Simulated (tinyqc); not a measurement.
# Worked calculation: metal gate on a two-layer dielectric stack with fixed charge and a dipole

tinyqc, about 0.01 s, one thread, Intel Xeon 2.30GHz (shared host): `OMP_NUM_THREADS=1 python tinyqc.py 2010012 2010013 out.jsonl` Printed values are rounded.

Gate, layer 2, layer 1, p-type semiconductor; x runs from the gate inwards. Charges are counted in units of +q. psi is the band bending at the surface, positive towards inversion. Classical charge, Boltzmann statistics, no interface traps.

Inputs (values chosen for the exercise); band and dielectric values close to those of silicon, layer 1 close to silicon dioxide, layer 2 close to zirconium oxide:

| symbol | value | unit | meaning |
|---|---|---|---|
| T | 300 | K | temperature |
| Eg | 1.1 | eV | band gap |
| eps_r | 11.8 |  | relative permittivity |
| Nc | 2.75e19 | cm^-3 | conduction-band density of states at T |
| Nv | 2.62e19 | cm^-3 | valence-band density of states at T |
| chi | 4.02 | eV | electron affinity |
| Na | 2.8e17 | cm^-3 | acceptor density |
| pM | 4.81 | eV | work function of the gate metal |
| t1 | 1.7 | nm | thickness of layer 1, next to the semiconductor |
| e1 | 3.94 |  | relative permittivity of layer 1 |
| t2 | 4.3 | nm | thickness of layer 2, next to the gate |
| e2 | 25.4 |  | relative permittivity of layer 2 |
| Q1 | 1.7e12 | cm^-2 | fixed charge at the semiconductor interface |
| Q2 | -1.9e12 | cm^-2 | fixed charge between the layers |
| r1 | -2.2e18 | cm^-3 | uniform charge density in layer 1 |
| r2 | -1.2e18 | cm^-3 | uniform charge density in layer 2 |
| Vd | 0.28 | V | flat-band shift by a dipole layer between the layers |
| ps | -0.099 | V | band bending psi of the working point |

Constants: q = 1.602176634e-19 C, kB = 1.380649e-23 J/K, Vt = kB T/q, eps0 = 8.8541878128e-14 F/cm where lengths are in cm. Results are converted to the units shown.

Range of the model: At the working point ps the carrier density at the surface is 0.49 times the band density of states, where degeneracy and quantisation, left out here, matter.

## Equivalent thickness and work-function difference

EOT = 3.9 (t1/e1 + t2/e2), Cox = eps0/(t1/e1 + t2/e2); phi_ms = pM - (chi + Eg - Vt ln(Nv/Na)).

EOT = 2.34298 nm
Cox = 1.47382 uF/cm^2
share of layer 1 in the EOT = 71.8206 %
phi_ms = -0.192665 V

## Flat-band voltage, term by term

EOT = 3.9 (t1/e1 + t2/e2), Cox = eps0/(t1/e1 + t2/e2); phi_ms = pM - (chi + Eg - Vt ln(Nv/Na)). Vfb = phi_ms + Vd - (q/eps0) [Q1 (t1/e1 + t2/e2) + Q2 t2/e2 + r1 (t1^2/(2 e1) + t1 t2/e2) + r2 t2^2/(2 e2)]: each charge counts with its electrical distance from the gate.

terms (V): phi_ms -0.192665, dipole 0.280000, Q1 -0.184805, Q2 0.058204, r1 0.026057, r2 0.007903
Vfb = -0.00530594 V

Apart from phi_ms the largest term is that of dipole, 280 mV; all charges and the dipole together move Vfb by 187 mV.

## Threshold voltage

ni = sqrt(Nc Nv) exp(-Eg/(2 Vt)), Eg in volts, pB = Vt ln(Na/ni), Vth = Vfb + 2 pB + sqrt(4 q eps0 eps_r Na pB)/Cox.

ni = 1.54605e10 cm^-3
pB = 0.432039 V
depletion charge = 0.284604 uC/cm^2
Vth = 1.05188 V

## Charge in the semiconductor

ni = sqrt(Nc Nv) exp(-Eg/(2 Vt)), Eg in volts. Qs = -sign(psi) sqrt(2 q eps0 eps_r Na Vt [exp(-u) + u - 1 + (ni/Na)^2 (exp(u) - u - 1)]), u = psi/Vt.

Qs = 0.316017 uC/cm^2

The surface is accumulated.

## Fields and voltage drops

Gauss: D = -Qs just inside the semiconductor; going towards the gate subtract q Q1, then q r1 t1, q Q2 and q r2 t2. Field = D/(eps0 e); the drop over a layer is its mean field times its thickness; Vg = phi_ms + Vd + psi + both drops.

D, place layer 2, gate side to semiconductor surface (uC/cm^2): [-0.141380, -0.224052, -0.528466, -0.588387, -0.316017]
field, place layer 2, gate side to semiconductor surface (MV/cm): [-0.06286, -0.09962, -1.51486, -1.68662, -0.30247]
drop over layer 2 = -0.0349352 V
drop over layer 1 = -0.272126 V
Vg = -0.318726 V

The same Vg follows from Vfb + psi - Qs/Cox. The largest field, 1.69 MV/cm in size, is at: layer 1, semiconductor side.
